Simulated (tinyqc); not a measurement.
Worked calculation: tight binding, dimerised chain. Computed by tinyqc, a small Python program that keeps every step. Settings: t1 = 0.54, t2 = 1.6, delta = 0, points = 12, cells = 3. Command: `OMP_NUM_THREADS=1 python tinyqc.py 30165 30166 out.jsonl` (the two numbers bound the seeds that draw the settings). One thread of a shared host (Intel(R) Xeon(R) Processor @ 2.60GHz), about 0.01 s of CPU time with the checks.

## Bloch Hamiltonian at k

Parameters chosen for this model:
```
parameter     value                      unit
t1         0.540000       eV, inside the cell
t2         1.600000         eV, between cells
delta             0  eV, +/- on the two sites
```

k point k (2 pi / a): [0.300000]

H_AA = +delta, H_BB = -delta, H_AB = -t1 - t2 exp(-i k a).

H(k) at k (eV), order A, B:
$$\begin{pmatrix}
0.000000 & -0.045573+1.521690i \\
-0.045573-1.521690i & 0.000000
\end{pmatrix}$$

## Levels at k

Diagonalise the Hermitian matrix.

eigenvalues (eV): [-1.522373, 1.522373]

weights |c|^2 of the basis functions, order A, B:
$$\begin{pmatrix}
0.500000 & 0.500000 \\
0.500000 & 0.500000
\end{pmatrix}$$

## Bloch Hamiltonian at X

k point X (2 pi / a): [0.500000]

As before.

H(k) at X (eV), order A, B:
$$\begin{pmatrix}
0.000000 & 1.060000 \\
1.060000 & 0.000000
\end{pmatrix}$$

## Levels at X

As before.

eigenvalues (eV): [-1.060000, 1.060000]

weights |c|^2 of the basis functions, order A, B:
$$\begin{pmatrix}
0.500000 & 0.500000 \\
0.500000 & 0.500000
\end{pmatrix}$$

## Bands along a path

The same steps at evenly spaced points between the labelled ones.

Bands along the path (eV):
```
k            band 1    band 2
G         -2.140000  2.140000
G-X 0.33  -1.927589  1.927589
G-X 0.67  -1.409823  1.409823
X         -1.060000  1.060000
```

With 1 band(s) filled, the highest filled level on these points lies at X and the lowest empty one at X: a gap of 2.1200 eV, direct.

## Berry (Zak) phase of the lower band

On 12 points k_j = j/N: phase = -Im ln of the product of <u_j|u_(j+1)>, closed with u_N = u_0 (the cell-periodic part is taken without the site positions). Single arguments depend on the phases chosen for the u_j; only their sum modulo 2 pi does not.

Overlaps:
```
j   |<u_j|u_j+1>|  argument (rad)
0        0.980683       -0.196875
1        0.979224       -0.204195
2        0.975552       -0.221579
3        0.967540       -0.255489
4        0.951161        2.070100
5        0.929096        0.378835
6        0.929096        0.378835
7        0.951161        2.070100
8        0.967540       -0.255489
9        0.975552       -0.221579
10       0.979224       -0.204195
11       0.980683       -0.196875
```

phase / pi, folded into (-1, 1] = 1.000000

## Open chain of 3 cells

H of the open chain (eV):
$$\begin{pmatrix}
0.000000 & -0.540000 & 0.000000 & 0.000000 & 0.000000 & 0.000000 \\
-0.540000 & 0.000000 & -1.600000 & 0.000000 & 0.000000 & 0.000000 \\
0.000000 & -1.600000 & 0.000000 & -0.540000 & 0.000000 & 0.000000 \\
0.000000 & 0.000000 & -0.540000 & 0.000000 & -1.600000 & 0.000000 \\
0.000000 & 0.000000 & 0.000000 & -1.600000 & 0.000000 & -0.540000 \\
0.000000 & 0.000000 & 0.000000 & 0.000000 & -0.540000 & 0.000000
\end{pmatrix}$$

The same hoppings without the wrap-around bond.

levels (eV): [-1.956421, -1.471131, -0.054710, 0.054710, 1.471131, 1.956421]

weights of the highest filled level on the sites: [0.445695, 0.004575, 0.049731, 0.049731, 0.004575, 0.445695]

The bulk gap runs from -1.0600 to 1.0600 eV; 2 level(s) of this chain lie inside it: end states, which need the weaker bond inside the cell and a chain longer than their decay length.
